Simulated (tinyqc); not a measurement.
From results back to parameters: tunnelling through a thin dielectric with one trap, as a tight-binding chain. Two cases, with inputs chosen for the exercise.

Problem. A resonance has full width Gamma_L + Gamma_R and peak height 4 Gamma_L Gamma_R/(Gamma_L + Gamma_R)^2. The values come from hidden widths.

Case 1.

full width = 0.155865 meV
peak height = 0.000404283

Case 2.

full width = 21.5177 meV
peak height = 0.0478678

Find: larger and smaller width.

Solution. The widths are (W/2)(1 +/- sqrt(1 - peak)); which belongs to which lead the line shape cannot tell.

Case 1.

larger and smaller width (meV): 0.156  1.58e-05

Case 2.

larger and smaller width (meV): 21.3  0.261

Computed by tinyqc, one run a case: `OMP_NUM_THREADS=1 python tinyqc.py N N+1 out.jsonl` with N = 1452519, 1452648; one thread of a shared Intel(R) Xeon(R) Processor @ 2.30GHz, about 0.1 s a run at most.
